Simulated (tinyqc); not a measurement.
What moves the results: exciton in an atomically thin sheet (Rytova-Keldysh potential). A value that a table varies takes the place of the one given here.

Relative motion in the plane with V(k) = -2 pi q/(k (kap + r0 k)), q = e^2/(4 pi eps0), c = hbar^2/2m0. Normalised Gaussians exp(-a_i r^2): with A = a_i + a_j, S_ij = 2 sqrt(a_i a_j)/A, T_ij = (4c/mu)(a_i a_j/A) S_ij, V_ij = -q S_ij times the integral over k from 0 to infinity of exp(-k^2/4A)/(kap + r0 k).

Converged values use 20 Gaussians with exponents 2^i/b^2, i = -11 to 8, b the larger of a0 kap/(2 mu) and sqrt(a0 r0/mu), a0 = 0.5291772 angstrom; p states use r exp(i theta) exp(-a r^2).

Constants: hbar^2/2m0 = 3.80998211 eV angstrom^2; e^2/(4 pi eps0) = 14.39964547 eV angstrom; Ry = 13.60569312 eV.

Values chosen for the exercise (near those of a MoSe2 monolayer; the results hold for these values, not for the real material): r0 = 49.4 angstrom (screening length of the sheet); kaps = (1, 2, 3, 4, 6, 9, 15) (surroundings); me = 0.527 m0 (electron mass); mh = 0.572 m0 (hole mass); kap = 6.6 (mean dielectric constant of the surroundings); Eg = 1.812 eV (gap, in these surroundings).

## Dielectric surroundings

mu = 0.274289 m0

Converged 1s and 2s bindings; the hydrogen value is 4 Ry mu/kap^2.

Bindings (meV):
```
kap      1s     2s  2s line - 1s line  hydrogen 1s  1s/2s
1.00  499.1  241.9              257.2        14928   2.06
2.00  335.5  127.4              208.1         3732   2.63
3.00  251.5   79.6              171.9         1659   3.16
4.00  198.6   54.4              144.2          933   3.65
6.00  135.2   30.0              105.2          415   4.51
9.00   85.7   15.5               70.2          184   5.52
15.0   43.2    6.4               36.9           66   6.80
```

The 1s binding falls by a factor 11.5 where the hydrogen model gives 225; the local exponent d ln E/d ln kap moves from -0.57 to -1.34, towards -2. The ratio 1s/2s climbs from 2.1 to 6.8, towards the hydrogen value 9, as r0/kap shrinks from 49.4 to 3.3 angstrom.

## What each parameter does

1/mu = 1/me + 1/mh; converged values. Eg is held fixed when kap or r0 changes: the shrinking of the gap by stronger screening, which offsets most of the shift of the 1s line, is left out. Each row changes one parameter from the base and keeps the others.

Results:
```
case                1s binding (meV)  2s - 1s (meV)  2s - 2p (meV)  1s line (eV)
base                           122.3           96.5            7.1         1.690
me = 0.632 m0                  128.3          100.6            7.8         1.684
mh = 0.458 m0                  115.0           91.4            6.4         1.697
kap = 10.6                      69.8           58.1            2.4         1.742
r0 = 59.3 angstrom             112.1           87.3            7.1         1.700
Eg = 1.9 eV                    122.3           96.5            7.1         1.778
```

The largest shifts from the base row, up to three for each result and ties (the steps differ in size, so this ranks the rows, not the parameters). 1s binding (meV): kap -52.5, r0 -10.1, mh -7.3; unchanged at the printed digits by Eg. 2s - 1s (meV): kap -38.4, r0 -9.1, mh -5.0; unchanged at the printed digits by Eg. 2s - 2p (meV): kap -4.7, mh -0.8, me +0.7; unchanged at the printed digits by r0 and Eg. 1s line (eV): Eg +0.088, kap +0.052, r0 +0.010.

tinyqc: `OMP_NUM_THREADS=1 python tinyqc.py 1251274 1251275 out.jsonl`; about 0.01 s, one thread, shared Intel(R) Xeon(R) Processor @ 2.30GHz.
